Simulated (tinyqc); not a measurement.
From results back to parameters: static screening by free carriers.

Problem. At zero temperature the gas shows Friedel oscillations of period pi/kF and a Thomas-Fermi length 1/qTF; n and m are hidden.

kF = (3 pi^2 n/Mv)^(1/3), EF = c kF^2/m with c = hbar^2/2m0, n in 1/angstrom^3 (1e-24 per 1/cm^3), e2 = e^2/(4 pi eps0). Thomas-Fermi: qTF^2 = 6 pi e2 n/(eps EF). Debye: qD^2 = 4 pi e2 n/(eps kB T).

Constants: hbar^2/2m0 = 3.80998211 eV angstrom^2; e^2/(4 pi eps0) = 14.39964547 eV angstrom.

Parameters, chosen for this exercise (out of a larger set: near those of GaAs; not measured data): Mv = 1 (valleys); eps = 12.7 (background dielectric constant).

period = 544.133 angstrom
1/qTF = 118.413 angstrom

Find: kF; n; m.

Solution. kF = pi/period and n = Mv kF^3/(3 pi^2); qTF^2 = 2 e2 Mv m kF/(pi eps c) then gives m.

kF = 0.005774 1/angstrom
n = 6.50e+15 1/cm^3
m = 0.065 m0

Run: tinyqc, `OMP_NUM_THREADS=1 python tinyqc.py 1651578 1651579 out.jsonl`; Intel(R) Xeon(R) Processor @ 2.30GHz, one thread, shared host; about 0.01 s of CPU time with all checks.
